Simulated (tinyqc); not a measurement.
Minority carriers and saturation current of a heavily doped emitter: effect of temperature on the narrowing factor.

n-type, parabolic bands, full ionisation. eta = (EF - Ec)/kB T solves N = Nc F12(eta), F12(x) = (2/sqrt(pi)) int_0^infinity sqrt(u)/(1 + exp(u - x)) du. The gap shrinks rigidly by dEg = a3 y^(1/3) + a4 y^(1/4) + a2 y^(1/2), y = N/1e18 cm^-3, an empirical law that is here taken as the true narrowing.

Nc is given at 350 K and scales as T^1.5; dEg is held. The factor nie^2/ni^2 = exp(dEg/kB T) g, g = F12(eta) exp(-eta), divides the current gain of a transistor with this emitter.

Values chosen for this exercise; band and dielectric values close to those of silicon:
```
symbol,value,unit,meaning
Nc,3.53e19,cm^-3,conduction-band density of states at 350 K
N,7.8e19,cm^-3,ionised donor density
a3,17.1,meV,coefficient of (N/1e18)^(1/3)
a4,11.4,meV,coefficient of (N/1e18)^(1/4)
a2,1.6,meV,coefficient of (N/1e18)^(1/2)
```

Constants: q = 1.602176634e-19 C, kB = 1.380649e-23 J/K, Vt = kB T/q. Results are converted to the units shown.

Result of one run:
```
eta,g,nie^2/ni^2,its logarithm
3.3284,0.18338,206.17,5.3287
```

Which temperature T gave this result: 150, 200, 350, 400 or 450 K?

T = 200 K.

The whole series:
```
T (K),eta,g,nie^2/ni^2,its logarithm
150,4.5995,0.079207,925.99,6.8309
200,3.3284,0.18338,206.17,5.3287
250,2.5319,0.29103,80.287,4.3856
300,1.9731,0.38712,41.857,3.7343
350,1.5514,0.46834,25.937,3.2557
400,1.2166,0.53576,17.964,2.8884
450,0.94085,0.59156,13.426,2.5972
```

The factor falls from 926 to 13.4. Its slope against q/kB T is 77.7 meV between the first two rows and 90.3 meV between the last two, against dEg = 121 meV: degeneracy takes back part of the narrowing. The factor grows on cooling, so the current gain of such a transistor falls.

Range of the model: Band tails, non-parabolic bands and incomplete ionisation are left out.

Numbers from tinyqc (`OMP_NUM_THREADS=1 python tinyqc.py 2330154 2330155 out.jsonl`; about 0.01 s on one thread of a shared Intel Xeon 2.30GHz).
